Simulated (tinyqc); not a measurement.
Finnis-Sinclair potential for a bcc metal: fit to cohesion and elasticity, then vacancy, surfaces and structure: one step, computed by the program tinyqc. Command: `OMP_NUM_THREADS=1 python tinyqc.py 3111995 3111996 out.jsonl fsfit walk`. One thread of a shared host (Intel(R) Xeon(R) Processor @ 2.30GHz), about 0.01 s of CPU time with the checks.

E = (1/2) sum V(r) - A sqrt(rho), rho = sum phi(r), phi = (r - d)^2 for r < d, V = (r - c)^2 (c0 + c1 r + c2 r^2) for r < c. In bcc the 8 first neighbours lie at sqrt(3) a/2 and the 6 second at a; both cut-offs lie below the third shell; Omega = a^3/2; E is per atom and z the number of atoms in a shell. The four constants A, c0, c1, c2 are fitted to E_c, zero pressure, B and C12 - C44 alone, so C44 and C11 - C12 are not matched singly; defects are unrelaxed.

Question. Three linear equations for c0, c1, c2. With v_k = (r - c)^2 r^k the rows are (1/2) sum z v_k, (1/2) sum z r v_k' and (1/2) sum z r^2 v_k''. With rho1 = sum z r phi' and rho2 = sum z r^2 phi'' the right-hand sides are: -E_c + A sqrt(rho) (cohesion); A rho1/(2 sqrt(rho)) (zero pressure); 9 B Omega + A [rho2/(2 sqrt(rho)) - rho1^2/(4 rho^(3/2))] with B = (C11 + 2 C12)/3.

Inputs (values chosen for the exercise, modelled on tantalum):

| quantity | value | unit |
|---|---|---|
| lattice constant a | 3.306 | angstrom |
| cohesive energy E_c | 8.01 | eV |
| target C11 | 263 | GPa |
| target C12 | 164 | GPa |
| pair cut-off c/a | 1.281 | - |

rho = 13.41341 angstrom^2

A = 2.564026 eV/angstrom

rho1 = -80.20128 angstrom^2

rho2 = 262.3113 angstrom^2

Constants: 1 eV/angstrom^3 = 160.2176634 GPa.

Give: matrix; right-hand side.

Answer.

matrix:
```
                  c0       c1       c2
cohesion       10.12    30.11    90.01
pressure      -49.85  -120.77  -278.97
bulk modulus  131.16   102.78  -401.63
```

right-hand side (eV): 1.38  -28.07  207.82
